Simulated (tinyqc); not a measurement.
# Worked calculation: minority carriers and saturation current of a heavily doped emitter

tinyqc, about 0.01 s, one thread, Intel Xeon 2.30GHz (shared host): `OMP_NUM_THREADS=1 python tinyqc.py 2330073 2330074 out.jsonl` Printed values are rounded.

n-type, parabolic bands, full ionisation. eta = (EF - Ec)/kB T solves N = Nc F12(eta), F12(x) = (2/sqrt(pi)) int_0^infinity sqrt(u)/(1 + exp(u - x)) du. The gap shrinks rigidly by dEg = a3 y^(1/3) + a4 y^(1/4) + a2 y^(1/2), y = N/1e18 cm^-3, an empirical law that is here taken as the true narrowing.

Values chosen for this exercise; band and dielectric values close to those of germanium: temperature T = 350 K; band gap Eg = 0.671 eV; conduction-band density of states at 350 K Nc = 1.29e19 cm^-3; valence-band density of states at 350 K Nv = 7.46e18 cm^-3; ionised donor density N = 4.6e19 cm^-3; coefficient of (N/1e18)^(1/3) a3 = 12 meV; coefficient of (N/1e18)^(1/4) a4 = 6.6 meV; coefficient of (N/1e18)^(1/2) a2 = 4.3 meV; minority-hole mobility mup = 160 cm^2/(V s); Auger coefficient Cn = 1.6e-31 cm^6/s; defect lifetime ts = 0.38 us; emitter width W = 310 nm; recombination velocity at the contact S = 2.9e5 cm/s.

Constants: q = 1.602176634e-19 C, kB = 1.380649e-23 J/K, Vt = kB T/q. Results are converted to the units shown.

Range of the model: Band tails, non-parabolic bands and incomplete ionisation are left out.

## Iteration 1: Fermi level

eta at the start (Boltzmann value) = 1.2714

Newton step on ln F12(eta) = ln(N/Nc): eta(new) = eta - ln(Nc F12/N) F12/Fm, Fm(x) = dF12/dx = (1/sqrt(pi)) int_0^infinity u^(-1/2)/(1 + exp(u - x)) du.

F12 = 1.87081
Fm = 1.14810
eta after iteration 1 = 2.32249

## Course of the iteration

Stop when eta changes by less than 1e-9.

Course of the iteration:

| iteration | eta | change |
|---|---|---|
| 1 | 2.32249 | 1.05 |
| 2 | 2.47262 | 0.150 |
| 3 | 2.47527 | 2.65e-3 |
| 4 | 2.47527 | 8.05e-7 |
| 5 | 2.47527 | < 1e-12 |

Converged in 5 iterations.

## Effective intrinsic density

converged eta = 2.47527

ni = sqrt(Nc Nv) exp(-Eg/(2 Vt)), Eg in volts; degeneracy factor g = F12(eta) exp(-eta); nie^2 = ni^2 exp(dEg/kB T) g, p0 = nie^2/N; apparent narrowing dEg + kB T ln g.

ni = 1.44769e14 cm^-3
dEg = 89.3489 meV
g = 0.300034
apparent narrowing = 53.0397 meV
nie = 3.48776e14 cm^-3
p0 = 2.64444e9 cm^-3

Narrowing multiplies p0 by 19.3 and degeneracy by 0.300.

## Saturation current

1/tau = Cn N^2 + 1/ts, D = mup Vt, L = sqrt(D tau); J0 = (q p0 D/L)(s + tanh(W/L))/(1 + s tanh(W/L)), s = S L/D; the share recombining inside is 1 - 1/[cosh(W/L)(1 + tanh(W/L)/s)].

tau = 2.93090 ns
L = 1189.27 nm
s = 7.14691
J0 = 4.50949e10 fA/cm^2
share recombining inside = 6.63387 %

The emitter is transparent: most holes reach the contact.
